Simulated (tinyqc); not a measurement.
Inside a calculation. Method: Jacobi rotations on a symmetric matrix. One step of it, computed by the program tinyqc.

Problem. Jacobi rotation 3. Take the largest off-diagonal element A_pq; tan 2 theta = 2 A_pq / (A_qq - A_pp) with |theta| <= pi/4; A' = J^T A J with J_pp = J_qq = cos, J_pq = sin, J_qp = -sin.

A':
```
,1,2,3
1,2.546419,0.000000,0.038876
2,0.000000,3.624078,-0.005149
3,0.038876,-0.005149,5.067504
```

Give: p, q, theta; A'.

Solution.

p, q, theta (rad): 1.0000  3.0000  0.0154

A':
```
,1,2,3
1,2.5458,0.0001,0.0000
2,0.0001,3.6241,-0.0051
3,0.0000,-0.0051,5.0681
```
